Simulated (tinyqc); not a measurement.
Inside a calculation. Model: out-diffusion of a doped substrate or buried layer into a growing epitaxial film. Computed by tinyqc, a small Python program that keeps every step. Command: `OMP_NUM_THREADS=1 python tinyqc.py 3000073 3000074 out.jsonl buried walk`. One thread of a shared host (Intel(R) Xeon(R) Processor @ 2.30GHz), about 0.01 s of CPU time with the checks. Intermediate numbers are printed to about 6 digits and carried at full precision; extremes and crossings named in words are read from the listed rows.

x is counted from the original substrate surface into the film, whose surface moves as x = v t. Substrate dopant has one diffusivity; the dopant of the film is taken as uniform.

Inputs (values chosen for the exercise, modelled on phosphorus in silicon):

| quantity | value | unit |
|---|---|---|
| prefactor D0 | 5.56 | cm^2/s |
| activation energy E | 3.71 | eV |
| substrate concentration C_s | 2e+19 | 1/cm^3 |
| film doping C_e | 2.2e+15 | 1/cm^3 |
| growth rate v | 0.18 | um/min |
| film thickness d | 2.3 | um |
| growth temperature T | 975 | C |
| autodoping level at the start, as a share of C_s | 2e-05 | - |
| decay length of autodoping | 0.45 | um |
| later thermal budget (Dt)2 | 7.8e-10 | cm^2 |

Film doping: same type as the substrate.

Constants: k_B = 8.617333262e-05 eV/K.

## Scales

D = D0 exp(-E/(k_B T)); growth time t = d/v; l = 2 sqrt(D t); growth number G = v t/l = d/l; 1 um = 1e-4 cm. Temperatures in kelvin are T(C) + 273.15.

diffusivity D = 5.81892e-15 cm^2/s

growth time t = 12.7778 min

length l = 0.0422430 um

growth number G = 54.4469

The surface outruns diffusion, so the film acts as an infinite medium.

## Moving boundary against the simple erfc

For a surface that grows from dopant-free material and loses none by evaporation, with u = x/l and s = G - u: C/C_s = (1/2) [erfc(u) + (1 + 4 G (G + s)) exp(4 G s) erfc(G + s) - (4G/sqrt(pi)) exp(-u^2)]; for large G it tends to (1/2) erfc(u). Early in the growth G = sqrt(v x_s/(4 D)) for the thickness x_s reached so far; rows give C at the interface (u = 0) and at the surface (u = G).

The first stage of growth:

| G | C/C_s at the interface | C at the surface (1/cm^3) | simple erfc there (1/cm^3) | ratio | thickness x_s (nm) |
|---|---|---|---|---|---|
| 0.10 | 0.824033 | 1.58715e+19 | 8.87537e+18 | 1.78826 | 7.75856e-03 |
| 0.25 | 0.679673 | 1.09826e+19 | 7.23674e+18 | 1.51762 | 4.84910e-02 |
| 0.50 | 0.577186 | 5.59718e+18 | 4.79500e+18 | 1.16729 | 1.93964e-01 |
| 0.75 | 0.538076 | 2.63192e+18 | 2.88844e+18 | 0.91119 | 4.36419e-01 |
| 1.00 | 0.520901 | 1.13580e+18 | 1.57299e+18 | 0.72206 | 7.75856e-01 |
| 1.50 | 0.507942 | 1.60525e+17 | 3.38949e+17 | 0.47360 | 1.74568e+00 |
| 2.00 | 0.503733 | 1.53129e+16 | 4.67773e+16 | 0.32736 | 3.10342e+00 |
| 2.50 | 0.502020 | 9.62833e+14 | 4.06952e+15 | 0.23660 | 4.84910e+00 |
| 3.00 | 0.501207 | 3.92057e+13 | 2.20905e+14 | 0.17748 | 6.98270e+00 |

At the interface the value falls from 0.824 towards 1/2 as G grows; among these rows it is within 1 % of 1/2 from G = 2 on. At the surface the ratio to the simple erfc goes from 1.788 to 0.177: a fixed wall would double the value, while fresh undoped material dilutes a fast-moving surface. The surface value drops below C_e = 2.2e15 by the row at 4.85 nm; the finished film has G = 54.4. Caution: rows with a thickness or a length l = x_s/G below about 1 nm are formal for a continuum model.

## Transition width

After growth and the later budget: l2 = 2 sqrt(D t + (Dt)2); C(x) = (C_s/2) erfc(x/l2) + share x C_s exp(-x/decay length) for x > 0 (autodoping taken as unchanged by the later budget). The transition x_t solves C(x) = C_e, where the total doping is twice the intended value. Usable film = d - x_t. Also give x_t for the erfc term alone, after growth and after the later budget.

length l2 = 0.560165 um

x_t after growth, erfc alone = 0.110367 um

x_t after the later budget, erfc alone = 1.46352 um

x_t with autodoping = 1.46423 um

usable film = 0.835767 um

Solid-state diffusion sets the transition. The later budget is 170 times that of the growth. Caution: the substrate doping is comparable to or above the intrinsic density at growth temperature, so the diffusivity may be higher on that side.

## Profile in the film

Positions are 0.05, 0.2, 0.4, 0.6, 0.8, 1, 1.25 and 1.5 of x_t with autodoping (any beyond the film thickness are formal); net doping = C + C_e.

Concentrations (1/cm^3):

| x/x_t | x (um) | diffusion | autodoping | net doping |
|---|---|---|---|---|
| 0.05 | 0.07321 | 8.53360e+18 | 3.39941e+14 | 8.53614e+18 |
| 0.20 | 0.29285 | 4.59705e+18 | 2.08658e+14 | 4.59946e+18 |
| 0.40 | 0.58569 | 1.39230e+18 | 1.08845e+14 | 1.39461e+18 |
| 0.60 | 0.87854 | 2.65551e+17 | 5.67783e+13 | 2.67808e+17 |
| 0.80 | 1.17139 | 3.10318e+16 | 2.96180e+13 | 3.32614e+16 |
| 1.00 | 1.46423 | 2.18455e+15 | 1.54501e+13 | 4.40000e+15 |
| 1.25 | 1.83029 | 3.82218e+13 | 6.84933e+12 | 2.24507e+15 |
| 1.50 | 2.19635 | 2.93972e+11 | 3.03645e+12 | 2.20333e+15 |

Checks made by the program: conservation of dopant by the moving-boundary solution (relative difference below 1e-10).
